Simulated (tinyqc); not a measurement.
From results back to parameters: donors on two lattice sites with valley-orbit split states. Two cases, with inputs chosen for the exercise.

Problem. The electron density is given and ND is hidden.

Each donor binds at most one electron, in any of its states. For a site s, W_s = sum over its states of g exp(E/kT), and the ionised share is 1/(1 + W_s exp(eta)), eta = (EF - Ec)/kT; n = Nc F_1/2(eta); neutrality n + NA = ND x (mean ionised share, the two sites in equal numbers); holes are neglected. Nc from N = 2 (m kB T/(4 pi c))^(3/2) with c = hbar^2/2m0, in 1/angstrom^3; times 1e24 for 1/cm^3, m = md. F_j(eta) = (1/Gamma(j + 1)) integral_0^infinity x^j dx/(1 + exp(x - eta)), which tends to exp(eta) for eta << 0.

Constants: hbar^2/2m0 = 3.80998211 eV angstrom^2; kB = 8.617333262e-05 eV/K.

Find: eta; mean ionised share; ND.

Method. n/Nc gives eta, eta and W_s give the ionised share, and ND = (n + NA)/share.

Case 1.

Values chosen (near those of nitrogen in 4H-SiC; the results hold for these values, not for the real material):
- md = 0.831 m0 (density-of-states mass of the conduction band)
- E = (62, 53.9, 132.6, 86.9) meV (binding energies of h ground, h excited, k ground, k excited)
- g = (2, 4, 2, 4) (their degeneracies with spin)
- T = 400 K
- NA = 0 1/cm^3 (compensating acceptors, all ionised)

n = 1.6207e+17 1/cm^3

Solution.

eta = -5.194
mean ionised share = 0.705
ND = 2.3e+17 1/cm^3

Case 2.

Values chosen (near those of nitrogen in 4H-SiC; the results hold for these values, not for the real material):
- md = 0.789 m0 (density-of-states mass of the conduction band)
- E = (65.4, 57.8, 130.6, 83) meV (binding energies of h ground, h excited, k ground, k excited)
- g = (2, 4, 2, 4) (their degeneracies with spin)
- T = 225 K
- NA = 1.5e+17 1/cm^3 (compensating acceptors, all ionised)

n = 4.7468e+16 1/cm^3

Solution.

eta = -5.482
mean ionised share = 0.373
ND = 5.3e+17 1/cm^3

Computed by tinyqc, one run a case: `OMP_NUM_THREADS=1 python tinyqc.py N N+1 out.jsonl` with N = 1651965, 1651970; one thread of a shared Intel(R) Xeon(R) Processor @ 2.30GHz, about 0.03 s a run at most.
